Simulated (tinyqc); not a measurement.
RKS/B3LYP (VWN-RPA form) in the 6-311g basis, for H-, spin multiplicity 1, step by step. The basis has no diffuse functions, so it cannot describe the extra electron: this is an exercise in the method, not the real anion. One step of it, computed by the program tinyqc.

Problem. Iteration 1: building the Kohn-Sham matrix. J_ij = sum D_kl (ij|kl), K_ij = sum D_kl (ik|jl); F = H + J - 0.1 K + V_xc; E = tr D H + tr D J / 2 - 0.05 tr D K + E_xc + E_nn.

D at the start:
```
           1H 1s      1H 2s      1H 3s
1H 1s   4.701126  -5.905105   2.631088
1H 2s  -5.905105   7.417430  -3.304921
1H 3s   2.631088  -3.304921   1.472546
```

core Hamiltonian H = T + V (hartree):
```
           1H 1s      1H 2s      1H 3s
1H 1s   0.193252  -0.511607  -0.408648
1H 2s  -0.511607  -0.422143  -0.397930
1H 3s  -0.408648  -0.397930  -0.357384
```

Two-electron integrals (ij|kl) in chemists' order, unique and non-zero (hartree):
```
(11|11) 1.393035   (21|11) 0.822971   (21|21) 0.509703   (22|11) 0.822904
(22|21) 0.543028   (22|22) 0.644106   (31|11) 0.411256   (31|21) 0.257757
(31|22) 0.279868   (31|31) 0.130794   (32|11) 0.543681   (32|21) 0.365771
(32|22) 0.452669   (32|31) 0.189803   (32|32) 0.325140   (33|11) 0.494021
(33|21) 0.340115   (33|22) 0.445993   (33|31) 0.178035   (33|32) 0.331779
(33|33) 0.361682
```

nuclear repulsion = 0 hartree

V_xc (hartree):
```
           1H 1s      1H 2s      1H 3s
1H 1s  -2.083934  -1.839851  -0.958623
1H 2s  -1.839851  -1.895365  -1.069489
1H 3s  -0.958623  -1.069489  -0.710695
```

E_xc = sum of w rho eps_xc = -0.89735408 hartree

Give: Coulomb J; exchange K; Kohn-Sham matrix F; total energy of this density.

Solution.

Coulomb J (hartree):
```
        1H 1s   1H 2s   1H 3s
1H 1s  2.2311  1.3166  0.6610
1H 2s  1.3166  1.3703  0.9319
1H 3s  0.6610  0.9319  0.8902
```

exchange K (hartree):
```
        1H 1s   1H 2s   1H 3s
1H 1s  1.2630  0.2819  0.0686
1H 2s  0.2819  0.1720  0.0911
1H 3s  0.0686  0.0911  0.0614
```

Kohn-Sham matrix F (hartree):
```
         1H 1s    1H 2s    1H 3s
1H 1s   0.2141  -1.0631  -0.7132
1H 2s  -1.0631  -0.9644  -0.5446
1H 3s  -0.7132  -0.5446  -0.1840
```

total energy of this density = 4.555534 hartree

This density is the starting one.
